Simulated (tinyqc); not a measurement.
# Worked calculation: Weibull analysis of times to dielectric breakdown, with area scaling

Program tinyqc, `OMP_NUM_THREADS=1 python tinyqc.py 2070084 2070085 out.jsonl`; Intel Xeon 2.30GHz, shared host, one thread, about 0.01 s. Printed values are rounded.

Breakdown times follow F(t) = 1 - exp(-(t/t63)^beta). The 9 times below were drawn at random from beta = 2.4, t63 = 42 s and are treated as data; all samples failed.

Inputs (values chosen for the exercise):
```
symbol   value  unit                           meaning
A1        3600  um^2          area of a test capacitor
A2         1e6  um^2          gate area of the product
Fp      0.0001        allowed share of failed products
```

## Median ranks and the Weibull scale

```
i,t (s)
1,23.8
2,24.5
3,33.9
4,37.7
5,41.5
6,51.2
7,51.4
8,53.2
9,82.3
```

F_i = (i - 0.3)/(n + 0.4) for the sorted times, W_i = ln(-ln(1 - F_i)).

```
i,F,W,ln t
1,0.0744681,-2.558941,3.169686
2,0.1808511,-1.611994,3.198673
3,0.2872340,-1.082929,3.523415
4,0.3936170,-0.692660,3.629660
5,0.5000000,-0.366513,3.725693
6,0.6063830,-0.070018,3.935740
7,0.7127660,0.221108,3.939638
8,0.8191489,0.536541,3.974058
9,0.9255319,0.954505,4.410371
```

## Straight-line fit

Least squares of W on ln t: beta = sum (x - mean x)(W - mean W)/sum (x - mean x)^2 with x = ln t, and ln t63 = mean x - mean W/beta.

beta = 2.676059
t63 = 50.24598 s

beta is 12 % above the value that made the data and t63 20 % above it.

## Iteration 1: likelihood estimate of beta

beta at the start = 2.7

Maximum likelihood: a(beta) = 1/beta with a = sum t^beta ln t/sum t^beta - mean ln t. Newton step: beta(new) = beta - [a - 1/beta]/[v + 1/beta^2], v the variance of ln t under the weights t^beta.

beta after iteration 1 = 2.768504

## Iteration 2: likelihood estimate of beta

As before.

beta after iteration 2 = 2.769686

## Course of the iteration

Stop when beta changes by less than 1e-9, or after 40 iterations.

Course of the iteration:
```
iteration,beta,change
1,2.768504,0.0685
2,2.769686,1.18e-3
3,2.769686,3.38e-7
4,2.769686,3.29e-14
```

Converged in 4 iterations.

## Scale parameter and projection to the product

converged beta = 2.769686

t63 = (mean of t^beta)^(1/beta). Defects are spread at random, so -ln(1 - F) is proportional to the area: t63(A2) = t63 (A1/A2)^(1/beta), and the time to the share Fp is t63(A2) (-ln(1 - Fp))^(1/beta).

t63 = 49.94497 s
t63 of the product = 6.549236 s
time to Fp = 0.2355004 s
decades lost against t63 = 2.326500

The straight-line values give 0.196 s for the time to Fp and the values that made the data 0.0868 s: with 9 samples beta is uncertain by about 0.78/sqrt(n) = 26 %, and the projection hangs on 1/beta.
